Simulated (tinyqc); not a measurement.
Changing the aspect ratio (height over width): size effects in the resistivity of thin metal films and interconnect lines. Computed by tinyqc, a small Python program. Command: `OMP_NUM_THREADS=1 python tinyqc.py 3017352 3017353 out.jsonl size sweep`. One thread of a shared host (Intel(R) Xeon(R) Processor @ 2.30GHz), about 0.01 s of CPU time with the checks.

Electrons lose their drift at surfaces (a share 1 - p of the hits) and at grain boundaries (reflection R), besides bulk scattering. The line sits in a trench with a non-conducting liner on both walls and the bottom; the spacing equals the drawn width.

Inputs (values chosen for the exercise, modelled on copper):

| quantity | value | unit |
|---|---|---|
| bulk resistivity rho_b | 1.64 | microohm cm |
| bulk mean free path lambda | 40.8 | nm |
| specularity p | 0.5 | - |
| grain-boundary reflection R | 0.43 | - |
| drawn line width w | 23 | nm |
| grain size over metal width | 2 | - |
| liner thickness t | 2.4 | nm |
| line length | 24 | micrometre |
| permittivity of the dielectric k | 3.7 | - |

Geometry: line.

Constants: eps_0 = 8.8541878128e-12 F/m.

Method:
- Metal width w_m = w - 2t, height h_m = (aspect ratio) w - t, grain size D = (ratio) w_m.
- Mayadas-Shatzkes: alpha = (lambda/D) R/(1 - R); rho_b/rho = 1 - 3 alpha/2 + 3 alpha^2 - 3 alpha^3 ln(1 + 1/alpha).
- Fuchs-Sondheimer film: rho_b/rho = 1 - (3/(2 kappa))(1 - p) int_0^1 (s - s^3)(1 - exp(-kappa/s))/(1 - p exp(-kappa/s)) ds, f = rho/rho_b, kappa = thickness/lambda, 80 Gauss-Legendre points.
- Line: the excess of a film of thickness w_m and of a film of thickness h_m are added, rho/rho_b = 1 + (f(w_m) - 1) + (f(h_m) - 1), an estimate that holds best when both sides exceed lambda.
- Total: rho = rho_b [1 + surface excess + grain excess]; resistance per length rho/(w_m h_m); capacitance per length C = 2 k eps_0 (aspect ratio + 1/2), a parallel-plate estimate for two neighbours plus a fixed term for the planes above and below; delay 0.38 R C L^2; effective resistivity per drawn area.

One run for each value:

| aspect ratio (height over width) | RC delay (ps) | resistance per length (ohm/micrometre) | capacitance per length (fF/micrometre) |
|---|---|---|---|
| 0.6 | 4.1249 | 261.48 | 0.07207 |
| 1.1 | 2.6919 | 117.31 | 0.10483 |
| 1.7 | 2.2064 | 69.93 | 0.14415 |
| 2.2 | 2.0221 | 52.22 | 0.17691 |
| 2.8 | 1.8942 | 40.02 | 0.21622 |
| 3.4 | 1.8142 | 32.44 | 0.25553 |
| 3.9 | 1.7674 | 28.01 | 0.28829 |
| 4.5 | 1.7257 | 24.07 | 0.32760 |
| 5.0 | 1.6990 | 21.54 | 0.36037 |

Over the rows, RC delay (ps) falls from 4.12 to 1.70 (exponent d ln y / d ln x -0.70 between the first rows and -0.15 between the last); resistance per length (ohm/micrometre) falls from 261 to 21.5 (exponent d ln y / d ln x -1.3 between the first rows and -1.1 between the last); capacitance per length (fF/micrometre) rises from 0.0721 to 0.360 (exponent d ln y / d ln x 0.62 between the first rows and 0.90 between the last). Taller lines lower R as 1/height but raise the side-wall capacitance, so the delay gains less and less.

Extremes, crossings and ranges named in words are read from the listed rows.
